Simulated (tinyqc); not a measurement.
LED efficiency against current.

ABC model of an LED: J = q da (A n + Ba n^2 + Ca n^3), IQE = Ba n^2/(A n + Ba n^2 + Ca n^3), differential lifetime 1/(A + 2 Ba n + 3 Ca n^2).

Inputs (values chosen for the exercise): defect coefficient of the active layer A = 9.6e5 1/s; radiative coefficient of the active layer Ba = 1.6e-11 cm^3/s; Auger coefficient of the active layer Ca = 2.2e-30 cm^6/s; thickness of the active layer da = 15 nm.

Constants: q = 1.602176634e-19 C. Results are converted to the units shown.

LED efficiency against current:
```
J (A/cm^2)  n (cm^-3)  IQE (%)  defect share (%)  Auger share (%)  differential lifetime (ns)
0.007        2.214e16    26.94             72.98          0.08201                       598.1
0.03         6.310e16    51.03             48.53           0.4428                       332.7
0.1          1.330e17    68.06             30.69            1.245                       187.5
0.5          3.252e17    81.35             15.01            3.638                       82.88
2            6.634e17    84.63             7.653            7.720                       39.85
8            1.303e18    81.62             3.758            14.62                       18.56
30           2.400e18    73.80             1.845            24.35                       8.639
100          4.065e18    63.54            0.9379            35.52                       4.165
600          8.475e18    46.03            0.3259            53.64                       1.340
```

Read the table: what changes, and by how much?

The IQE goes from 26.9 through a maximum of 84.6 (at J = 2 A/cm^2 among the rows listed) to 46.0 %. The exact peak, Q/(Q + 2) = 84.6 % with Q = Ba/sqrt(A Ca) = 11.0, lies at n = sqrt(A/Ca) = 6.61e17 cm^-3, J = 1.98 A/cm^2, where the defect and Auger shares are equal. n goes as J^(0.72) at the low end and J^(0.41) at the high end.

Numbers from tinyqc (`OMP_NUM_THREADS=1 python tinyqc.py 2300114 2300115 out.jsonl`; about 0.01 s on one thread of a shared Intel Xeon 2.30GHz).
